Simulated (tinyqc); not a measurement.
# MOSFET in saturation, small-signal circuit and noise, step by step

tinyqc, about 0.01 s, one thread, Intel Xeon 2.30GHz (shared host): `OMP_NUM_THREADS=1 python tinyqc.py 2150040 2150041 out.jsonl` Printed values are rounded.

Bias by the inversion coefficient IC = I/Ispec (charge-based model with velocity saturation; weak inversion below 0.1, strong above 10). Common-source circuit: gm, gds, Cgs, Cgd and Cj at the inner nodes, Rg in series with the gate; quasi-static, no source or drain resistance, no gate-body capacitance, no substrate network, no induced gate noise, so fmax is an upper estimate.

Parameters, values chosen for the exercise: temperature T = 293 K; gate length L = 90 nm; total gate width W = 5 um; gate capacitance Cox = 2.07 uF/cm^2; mobility mu = 230 cm^2/(V s); slope factor n = 1.24; velocity-saturation length Ls = 15 nm; ratio gds/gm sg = 0.048; overlap and fringe capacitance per side Cov = 0.36 fF/um; drain junction capacitance Cj = 0.4 fF/um; sheet resistance of the gate Rsh = 8 ohm; finger width Wf = 4 um; gate contact and vertical resistance Rc = 100 ohm um; inversion coefficient IC = 0.11; short-channel excess of the noise factor gw = 0.04; oxide trap density Nt = 2e17 cm^-3 eV^-1; tunnelling length into the oxide lt = 0.1 nm; Coulomb scattering coefficient ac = 0 V s/C; signal frequency f = 1 GHz.

Constants: q = 1.602176634e-19 C, kB = 1.380649e-23 J/K, Vt = kB T/q. Results are converted to the units shown.

Range of the model: fmax exceeds 4 fT, where channel resistance and substrate losses, left out here, would cap it.

## Current, transconductance and gain

Ispec = 2 n mu Cox (W/L) Vt^2, lc = Ls/L, gms = [sqrt((lc IC + 1)^2 + 4 IC) - 1]/[2 + lc (lc IC + 1)], gm = gms Ispec/(n Vt), gds = sg gm.

Ispec = 41.81753 uA
I = 4.599928 uA
gms = 0.09923852
gm = 0.1325490 mS
gds = 0.006362352 mS
gm/I = 28.81545 1/V

gm/I is 90.2 % of its weak-inversion limit 1/(n Vt); without velocity saturation (lc = 0) gms would be 0.100.

## Capacitances, gate resistance and cut-off frequencies

qs = [sqrt(1 + 4 IC) - 1]/2, Cgs = Cox W L qs (2 qs + 3)/(3 (qs + 1)^2) + Cov W, Cgd = Cov W, Cd = Cj W, Rg = Rsh (Wf/L)/(12 Nf) + Rc/W with Nf = W/Wf fingers (not rounded) contacted at both ends. fT = gm/(2 pi (Cgs + Cgd)), fmax = fT/(2 sqrt(Rg (gds + 2 pi fT Cgd))).

Cgs = 2.621157 fF
Cgd = 1.8 fF
Cd = 2 fF
Rg = 43.70370 ohm
fT = 4.771563 GHz
fmax = 46.46373 GHz

Overlap and fringe make up 81.4 % of the gate capacitance; fmax is 9.74 times fT.

## Admittance matrix

Inner admittances at w = 2 pi f: y11 = i w (Cgs + Cgd), y12 = -i w Cgd, y21 = gm - i w Cgd, y22 = gds + i w (Cgd + Cd). Invert to Z, add Rg to Z11 and invert back to Y.

inner y (mS):
```
                      1                     2
1  0.0000000+0.0277789i  0.0000000-0.0113097i
2  0.1325490-0.0113097i  0.0063624+0.0238761i
```

Y with Rg (mS):
```
                      1                      2
1  0.0000337+0.0277789i  -0.0000137-0.0113097i
2  0.1325351-0.0114706i   0.0063680+0.0239416i
```

## Current gain and unilateral power gain

|h21| = |Y21/Y11|; U = |Y21 - Y12|^2/(4 [Re Y11 Re Y22 - Re Y12 Re Y21]). Extrapolated at 20 dB a decade: f |h21| and f sqrt(U).

|h21| = 4.788901
U = 2158.878
f |h21| = 4.788901 GHz
f sqrt(U) = 46.46373 GHz

f |h21| is 0.36 % above the formula for fT, and f sqrt(U) within 0.01 % of that for fmax.

## Noise at the gate

Channel noise Sid = 4 kB T gam n gm with gam = (1/2 + (2/3) qs)/(1 + qs) + gw lc IC, qs = [sqrt(1 + 4 IC) - 1]/2, lc = Ls/L (the last term an empirical rise with velocity saturation); at the gate, white noise Sw = Sid/gm^2 + 4 kB T Rg. Number fluctuation with correlated mobility: S(f) = K/f, K = q^2 Vt lt Nt/(W L Cox^2) (1 + ac mu Cox I/gm)^2, Vt in eV with Nt per eV. Corner fc = K/Sw. Full shot noise would be 2 q I.

gam = 0.5158848
Sid = 1.372024e-24 A^2/Hz
Sid/(2 q I) = 0.9308300
sqrt(Sw) = 8.876914 nV/Hz^0.5
K = 6.722613e-11 V^2
fc = 0.8531278 MHz

The gate resistance gives 0.90 % of the white noise power. In weak inversion gm = I/(n Vt), so with gam = 1/2 the thermal formula equals shot noise.
